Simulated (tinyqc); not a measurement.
Gated two-dimensional channel with two bands, quantum capacitance: two steps of the calculation.

phi is the Fermi level above the lowest band edge, in volts; Vg is counted from the gate voltage at which an empty channel would have phi = 0. The channel has no thickness; trap charge is -q Dit phi.

Parameters, values chosen for the exercise; lowest band close to that of monolayer WS2:

| symbol | value | unit | meaning |
|---|---|---|---|
| T | 300 | K | temperature |
| eox | 25.1 |  | relative permittivity of the gate insulator (close to zirconium oxide) |
| tox | 18 | nm | insulator thickness |
| md | 0.305 | m0 | in-plane mass |
| gv | 2 |  | valley degeneracy |
| m2 | 0.46 | m0 | in-plane mass of a second band, chosen freely |
| g2 | 6 |  | valley degeneracy of that band, chosen freely |
| E2 | 0.33 | eV | second band edge above the first |
| Dit | 4.4e12 | cm^-2 eV^-1 | density of traps |

Constants: q = 1.602176634e-19 C, kB = 1.380649e-23 J/K, hbar = 1.054571817e-34 J s, m0 = 9.1093837015e-31 kg, Vt = kB T/q, eps0 = 8.8541878128e-14 F/cm where lengths are in cm. Results are converted to the units shown.

Problem 1. Gate capacitance. Cox = eps0 eox/tox.

Wanted: Cox.

Solution 1.

Cox = 1.235 uF/cm^2

Problem 2. Charge and capacitances at the solution. D1 = gv md m0 q/(pi hbar^2), D2 = g2 m2 m0 q/(pi hbar^2) per eV; n1 = D1 Vt ln(1 + exp(phi/Vt)), n2 = D2 Vt ln(1 + exp((phi - E2)/Vt)), n = n1 + n2; Cq = q dn/dphi = q [D1/(1 + exp(-phi/Vt)) + D2/(1 + exp((E2 - phi)/Vt))]. 1/C_G = 1/Cox + 1/(Cq + q Dit); dphi/dVg = Cox/(Cox + Cq + q Dit).

converged phi = -0.0035664222 V
Cox = 1.2346673 uF/cm^2

Give: n; Cq; C_G; dphi/dVg.

Solution 2.

n = 4.1275e12 cm^-2
Cq = 19.008 uF/cm^2
C_G = 1.1619 uF/cm^2
dphi/dVg = 0.058942

C_G is 94.1 % of Cox.

tinyqc, about 0.01 s, one thread, Intel Xeon 2.30GHz (shared host): `OMP_NUM_THREADS=1 python tinyqc.py 2200053 2200054 out.jsonl`
